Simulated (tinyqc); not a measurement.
Heisenberg magnet: exchange from energy differences, ordering vector, linear spin waves and ordering temperature. From one set of inputs to another, one input at a time. Computed by tinyqc, a small Python program. Command: `OMP_NUM_THREADS=1 python tinyqc.py 3020474 3020475 out.jsonl magnon ladder`. One thread of a shared host (Intel(R) Xeon(R) Processor @ 2.30GHz), about 0.7 s of CPU time with the checks.

H = -sum over pairs <ij> J_ij S_i.S_j - K sum_i (S_i^z)^2, each pair once, J > 0 ferromagnetic. First neighbours: 12 at a (0.5, 0.5, 0), second: 6 at a (1, 0, 0), with all permutations and signs.

The inputs printed are set A. Inputs not listed in the table keep their values of set A, so the rows need not describe a real material.

Inputs (values chosen for the exercise, for a model magnet):

| quantity | value | unit |
|---|---|---|
| exchange J1 | 0.739 | meV |
| exchange J2 | 0.21 | meV |
| spin S | 2.5 | - |
| single-ion anisotropy K | 0.004 | meV |
| lattice constant a | 3.07 | angstrom |
| mesh divisions n | 16 | - |
| temperature T | 88 | K |

Lattice: fcc. Order: ferromagnetic.

Constants: k_B = 8.617333262e-05 eV/K.

Method:
- g_s(q) = sum over shell s of cos(q.R), z1 = g1(0). E(q) = S [J(0) - J(q)] + (2S - 1) K, J(q) = J1 g1 + J2 g2. The factor 2S - 1 removes the anisotropy for S = 1/2.
- sum R_x^2 over the shells is s1 = 2 a^2 and s2 = 2 a^2. E = gap + D q^2 with D = (S/2)(J1 s1 + J2 s2) and gap = (2S - 1) K.
- J(q) = J1 g1(q) + J2 g2(q), g_s(q) = sum over shell s of cos(q.R).
- Mesh: q = sum_i (m_i + 1/2)/n b_i, m_i = 0..n-1, b = [[-1, 1, 1], [1, -1, 1], [1, 1, -1]] in 2 pi/a; <..> is the mean over the mesh.
- n = 1/(exp(E/(k_B T)) - 1); no zero-point loss; thermal loss <n>; moment = S less the losses.
- K left out. Mean field: k_B T = S (S + 1) J(Q)/3 at the ordering vector Q; random-phase (Tyablikov): k_B T = [S (S + 1)/3] / <1/(J(Q) - J(q))>; Curie-Weiss theta = S (S + 1) J(0)/(3 k_B).

Each row keeps all changes above it:

| input moved | from | to | gap (meV) | thermal loss | random-phase ordering temperature (K) |
|---|---|---|---|---|---|
| set A | - | - | 0.0160 | 0.11065 | 270.66 |
| exchange J1 (meV) | 0.739 | 0.273 | 0.0160 | 0.43125 | 125.69 |
| exchange J2 (meV) | 0.21 | 0.068 | 0.0160 | 0.63541 | 98.06 |
| temperature T (K) | 88 | 30 | 0.0160 | 0.09689 | 98.06 |
| lattice constant a (angstrom) | 3.07 | 5.85 | 0.0160 | 0.09689 | 98.06 |
| single-ion anisotropy K (meV) | 0.004 | 0.0096 | 0.0384 | 0.09330 | 98.06 |

gap goes from 0.0160 to 0.0384, a factor 2.40 in all. The largest single move comes from single-ion anisotropy K (a factor 2.40). Thermal loss goes from 0.111 to 0.0933, a factor 0.843 in all. The largest single move comes from temperature T (a factor 0.152), and exchange J1 works against it (a factor 3.90). Random-phase ordering temperature goes from 271 to 98.1, a factor 0.362 in all. The largest single move comes from exchange J1 (a factor 0.464). The single moves hold for this order of the switches; the total does not depend on the order.

Caution (rows exchange J1, exchange J2): with so many magnons their interaction matters and linear theory fails.

Extremes, crossings and ranges named in words are read from the listed rows.
